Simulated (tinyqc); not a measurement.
Surface photovoltage measurement of the minority-carrier diffusion length in a wafer. Changing the wavelength. Computed by tinyqc, a small Python program. Command: `OMP_NUM_THREADS=1 python tinyqc.py 3130007 3130008 out.jsonl spv sweep`. One thread of a shared host (Intel(R) Xeon(R) Processor @ 2.30GHz), about 0.02 s of CPU time with the checks.

Low injection, steady light, a depletion layer much thinner than 1/alpha and L. The excess density dn is taken at the front edge of the neutral region; light that reaches the back is lost.

Inputs (values chosen for the exercise, modelled on p-type silicon at room temperature):
```
quantity,value,unit
diffusion length L,200,micrometre
wafer thickness W,625,micrometre
diffusivity D,27.5,cm^2/s
front recombination velocity S_f,6100,cm/s
back recombination velocity S_b,130000,cm/s
photon flux entering,4.7e+12,1/(cm^2 s)
minority density at the surface barrier scale n_0,5.4e+08,1/cm^3
temperature T,298,K
```

Constants: k_B = 8.617333262e-05 eV/K.

Method:
- alpha = (84.732/lambda - 76.417)^2 per cm with lambda in micrometre (an empirical fit for silicon between 0.7 and 1.05 micrometre).
- Thick wafer: dn = Phi L/((S_f + D/L)(L + 1/alpha)). Finite wafer, with s = S_b L/D, w = W/L, a = alpha L: dn = [Phi a/(a^2 - 1)] [a - B - exp(-alpha W)(a - s)/(cosh w + s sinh w)]/(S_f + B D/L), B = (sinh w + s cosh w)/(cosh w + s sinh w).
- Photovoltage V = (k_B T/e) ln(1 + dn/n_0). Lifetime = L^2/D.

One run for each value:
```
wavelength (nm),"dn, finite wafer (1/cm^3)",penetration depth 1/alpha (micrometre),"dn, thick wafer (1/cm^3)"
780,5.9933e+08,9.64,5.9986e+08
811,5.9066e+08,12.70,5.9122e+08
842,5.7875e+08,17.05,5.7936e+08
874,5.6141e+08,23.73,5.6209e+08
905,5.3716e+08,33.76,5.3794e+08
936,5.0154e+08,50.24,5.0253e+08
968,4.4618e+08,80.93,4.4763e+08
999,3.6528e+08,141.73,3.6799e+08
1030,2.4998e+08,292.50,2.5534e+08
```

Over the rows, dn, finite wafer (1/cm^3) falls from 5.99e8 to 2.50e8 (exponent d ln y / d ln x -0.37 between the first rows and -12 between the last); penetration depth 1/alpha (micrometre) rises from 9.64 to 292 (exponent d ln y / d ln x 7.1 between the first rows and 24 between the last); dn, thick wafer (1/cm^3) falls from 6.00e8 to 2.55e8 (exponent d ln y / d ln x -0.37 between the first rows and -12 between the last).

Extremes, crossings and ranges named in words are read from the listed rows.
